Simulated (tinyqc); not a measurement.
What each parameter does: linear model of a band gap against the share of exact exchange.

E(alpha) = E0 + S alpha. A wider gap screens less, modelled in the Penn form eps(alpha) = 1 + (e0 - 1)(EP/(EP + S alpha))^2 with a scale EP chosen for the exercise. A dielectric-dependent hybrid takes alpha = 1/eps.

Parameters, chosen for this exercise (of the order of those of Ge; not measured data): E0 = 0.08 eV (gap of the semi-local functional); S = 5.34 eV (slope dE/d(alpha)); e0 = 17.6 (optical dielectric constant at alpha = 0); EP = 9.1 eV (energy scale of the screening).

Fixed point alpha = 1/eps(alpha), gap and eps there.

Results for these values:
```
case   alpha  E (eV)     eps
base  0.0607   0.404  16.478
```

What happens to each result for S = 5.874 eV, all else kept?

Answer: alpha rises from 0.0607 to 0.0611; E rises from 0.404 to 0.439; eps falls from 16.478 to 16.364.

The same for each parameter in turn:
```
case            alpha  E (eV)     eps
base           0.0607   0.404  16.478
E0 = 0.072 eV  0.0607   0.396  16.478
S = 5.874 eV   0.0611   0.439  16.364
e0 = 19.36     0.0548   0.373  18.233
EP = 10.01 eV  0.0603   0.402  16.581
```

Computed by tinyqc, a small Python program: `OMP_NUM_THREADS=1 python tinyqc.py 1881182 1881183 out.jsonl` (the numbers bound the seed that draws the inputs); one thread of a shared host (Intel(R) Xeon(R) Processor @ 2.30GHz), about 0.01 s for the whole set of steps.
